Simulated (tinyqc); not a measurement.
Worked calculation: linear model of a band gap against the share of exact exchange. Values are carried at full precision from step to step, so a last printed digit may differ when a step is redone from the rounded ones.

E(alpha) = E0 + S alpha. A wider gap screens less, modelled in the Penn form eps(alpha) = 1 + (e0 - 1)(EP/(EP + S alpha))^2 with a scale EP chosen for the exercise. A dielectric-dependent hybrid takes alpha = 1/eps.

Parameters, chosen for this exercise (of the order of those of GaAs; the results hold for these values, not for the real material):
```
symbol   value  unit  meaning
E0       0.5    eV    gap of the semi-local functional
S        5.67   eV    slope dE/d(alpha)
e0       11.55        optical dielectric constant at alpha = 0
EP       10.2   eV    energy scale of the screening
Et       1.5    eV    target gap
a_start  0            starting alpha
fv       0.66         share of the opening taken by the valence edge
Ed       0.28   eV    defect level above the semi-local valence top
cd       0            shift of the level per unit opening, on the scale of the mean potential
```

## Fixed shares

Gap, error against the target and eps for alpha = 0, 0.25 and 1/e0; and the alpha that meets the target, (Et - E0)/S.

Results:
```
alpha   E (eV)  E - Et (eV)     eps
0.0000   0.500       -1.000  11.550
0.2500   1.917        0.417   9.133
0.0866   0.991       -0.509  10.603
```

alpha for the target = 0.1764

A quarter of exact exchange overshoots the target by 0.42 eV: the material needs 0.176, and 1/e0 = 0.087 lies further from it than 0.25 does.

## Self-consistent share

Iterate alpha -> 1/eps(alpha) seven times from a_start. The fixed point solves alpha eps(alpha) = 1; the contraction factor there is 2 (eps - 1) S/((EP + S alpha) eps^2).

Iterates:
```
step    alpha      eps  E (eV)
0     0.00000  11.5500  0.5000
1     0.08658  10.6034  0.9909
2     0.09431  10.5251  1.0347
3     0.09501  10.5181  1.0387
4     0.09507  10.5174  1.0391
5     0.09508  10.5174  1.0391
6     0.09508  10.5174  1.0391
7     0.09508  10.5174  1.0391
```

fixed point = 0.09508
contraction factor = 0.0909

The factor is positive, so the iterates approach from one side, the error shrinking to 0.09 of itself each step; the gap is within 0.01 eV of its limit from step 2. Self-consistency moves the gap by +0.048 eV against the one-shot choice 1/e0, since a wider gap screens less.

## Band edges and a deep level

The opening c = S alpha lowers the valence top by fv c and raises the conduction edge by (1 - fv) c, both against the mean potential; the level moves by cd c. Use the fixed point. Compare with stretching the level in proportion to the gap and with pinning it to either edge.

opening c = 0.539 eV

shifts of the valence and conduction edges (eV): -0.356  0.183

level above the valence top = 0.636 eV
level below the conduction edge = 0.403 eV

level above the valence top: stretched, tied to the valence edge, tied to the conduction edge (eV): 0.582  0.280  0.819

The three recipes err by -0.05, -0.36 and +0.18 eV against alignment through the mean potential. A localised level with cd = 0 stays put while the edges move away from it.

## Checks

- Fixed point by bisection against 60 substitutions: both 0.09508.

(tinyqc, `OMP_NUM_THREADS=1 python tinyqc.py 1850074 1850075 out.jsonl`, Intel(R) Xeon(R) Processor @ 2.30GHz, 1 thread, shared host, about 0.01 s.)
